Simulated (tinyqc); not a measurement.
Wafer bonding and layer transfer: bond energy, gap closing, particles, bonding of dissimilar wafers and hydrogen blisters: one step, computed by the program tinyqc. Command: `OMP_NUM_THREADS=1 python tinyqc.py 3026654 3026655 out.jsonl bond walk`. One thread of a shared host (Intel(R) Xeon(R) Processor @ 2.30GHz), about 0.01 s of CPU time with the checks.

gamma is the energy per area of each of the two surfaces; plates are isotropic.

Problem. Does a shallow gap close? E' = E1/(1 - nu^2), equal wafers of thickness t1 assumed. A gap of radius R closes if h_g < h_c: h_c = R^2/sqrt((2/3) E' t1^3/gamma) for R > 2 t1 (plate bending), h_c = 3.6 sqrt(R gamma/E') for R < 2 t1 (local deformation).

Inputs (values chosen for the exercise, for model wafers):

| quantity | value | unit |
|---|---|---|
| Young's modulus E1 | 165 | GPa |
| Poisson ratio nu | 0.26 | - |
| thickness t1 | 300 | micrometre |
| radius of a shallow gap R | 0.69 | mm |
| half height of the gap h_g | 2 | nm |

bond energy gamma = 0.1348811 J/m^2

Give: closable height h_c; h_g/h_c.

Solution.

closable height h_c = 97.97 nm

h_g/h_c = 0.02041

The gap closes.
